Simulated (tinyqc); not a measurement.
# Double-gate transistor below threshold, two-dimensional Poisson equation on a small mesh: several studies

Half of a symmetric double-gate structure: row 0 is the mid-plane of the body, where the normal field vanishes. Mobile charge is neglected (subthreshold), the body is fully depleted, and potentials are counted from the intrinsic level; rows run upward to the gate, columns from source to drain.

Inputs (values chosen for the exercise); semiconductor permittivity close to that of silicon:
- T = 273 K (temperature)
- eps_r = 11.6 (relative permittivity of the semiconductor)
- eox = 7.5 (relative permittivity of the insulator)
- tb = 3 nm (half the body thickness)
- tox = 2.7 nm (insulator thickness)
- L = 32 nm (channel length)
- Na = 0 cm^-3 (acceptor density of the depleted body)
- Vbi = 0.51 V (potential of the source)
- Vfb = 0.11 V (gate offset)
- Vg = -0.1 V (gate voltage)
- Vd = 0.3 V (drain voltage)

Constants: q = 1.602176634e-19 C, kB = 1.380649e-23 J/K, Vt = kB T/q, eps0 = 8.8541878128e-14 F/cm where lengths are in cm. Results are converted to the units shown.

Each table varies one quantity; the others keep the values above.

## Refining the mesh

The mesh has 2 c steps in the semiconductor (rows from 0 up to the interface), c steps in the insulator and 8 c along the channel, each uniform. Box integration, divided by eps0: up_i = eps hy/h of the interval above row i, dn_i = that of the interval below (0 for row 0), lat_i = (sum of eps h/2 over the intervals above and below)/hy, s_i = -q Na w_i hy/eps0 with w_i the semiconductor height of the box (hs/2 for row 0 and the interface row, hs between, 0 in the insulator). Each free node obeys (up + dn + 2 lat) psi = up psi(above) + dn psi(below) + lat [psi(left) + psi(right)] + s. Fixed values: gate row Vg - Vfb; column 0 at Vbi and the last column at Vbi + Vd in the semiconductor, each running linearly to Vg - Vfb across the insulator. The system is solved directly; psi is read on row 0 at mid-channel.

Refining the mesh:

| c | unknowns | psi at mid-channel (V) | d psi/dVg |
|---|---|---|---|
| 1 | 21 | -0.15613 | 0.93808 |
| 2 | 90 | -0.16435 | 0.94753 |
| 3 | 207 | -0.16586 | 0.94926 |
| 4 | 372 | -0.16638 | 0.94986 |
| 6 | 846 | -0.16675 | 0.95029 |
| 8 | 1512 | -0.16689 | 0.95044 |
| 12 | 3420 | -0.16698 | 0.95055 |

psi at mid-channel goes from -0.1561 V on the coarsest mesh to -0.1670 V on the finest, a difference of 11 mV. d psi/dVg changes by 0.0095 from c = 1 to 2, by 0.0023 from 2 to 4 and by 5.8e-4 from 4 to 8, a ratio of 4.0 between the last two, near the 4 of a second-order scheme.

## Effect of the acceptor density of the depleted body

Mesh: rows i = 0..12 in the semiconductor (step hs = tb/12, row 12 on the interface), then 8 step(s) ho = tox/8 up to the gate row 20; columns j = 0..80 (step hy = L/80). The system is solved directly. On row 0 the minimum of psi and its place come from a parabola through the three lowest nodes; barrier = Vbi - minimum, swing = Vt ln 10/(d psi/dVg), DIBL = (d psi/dVd)/(d psi/dVg) there. Lambda = pi/k with k the smallest positive root of tan(k tox) tan(k tb) = eox/eps_r.

Effect of the acceptor density of the depleted body:

| Na (cm^-3) | L/Lambda | barrier (V) | place y/L | swing (mV/decade) | DIBL (mV/V) |
|---|---|---|---|---|---|
| 0 | 2.421 | 0.6776 | 0.4771 | 57.04 | 21.89 |
| 5e17 | 2.421 | 0.6903 | 0.4774 | 57.03 | 21.95 |
| 1e18 | 2.421 | 0.7029 | 0.4777 | 57.03 | 22.00 |
| 2e18 | 2.421 | 0.7283 | 0.4783 | 57.03 | 22.09 |
| 3e18 | 2.421 | 0.7537 | 0.4788 | 57.03 | 22.19 |
| 5e18 | 2.421 | 0.8044 | 0.4799 | 57.03 | 22.36 |

As Na goes from 0 to 5e18 cm^-3, the barrier rises from 0.678 to 0.804 V, the swing stays near 57.0 mV a decade and DIBL rises from 21.9 to 22.4 mV/V; the ideal swing is 54.2. The barrier top moves from y/L = 0.477 to 0.480.

## Effect of the drain voltage

Same model as above.

Results:

| Vd (V) | L/Lambda | barrier (V) | place y/L | swing (mV/decade) | DIBL (mV/V) |
|---|---|---|---|---|---|
| 0.05 | 2.421 | 0.6831 | 0.4956 | 56.99 | 25.19 |
| 0.25 | 2.421 | 0.6786 | 0.4804 | 57.02 | 22.45 |
| 0.45 | 2.421 | 0.6746 | 0.4680 | 57.08 | 20.45 |
| 0.65 | 2.421 | 0.6708 | 0.4576 | 57.15 | 18.92 |
| 1.05 | 2.421 | 0.6641 | 0.4408 | 57.30 | 16.68 |

Estimate the missing row, Vd = 0.85 V.

Computed row:

| Vd (V) | L/Lambda | barrier (V) | place y/L | swing (mV/decade) | DIBL (mV/V) |
|---|---|---|---|---|---|
| 0.85 | 2.421 | 0.6674 | 0.4487 | 57.22 | 17.69 |

With this row back in the table: As Vd goes from 0.05 to 1.05 V, the barrier falls from 0.683 to 0.664 V, the swing rises from 57.0 to 57.3 mV a decade and DIBL falls from 25.2 to 16.7 mV/V; the ideal swing is 54.2. The barrier top moves from y/L = 0.496 to 0.441, towards the source.

tinyqc, about 0.1 s, one thread, Intel Xeon 2.30GHz (shared host): `OMP_NUM_THREADS=1 python tinyqc.py 2480110 2480111 out.jsonl`
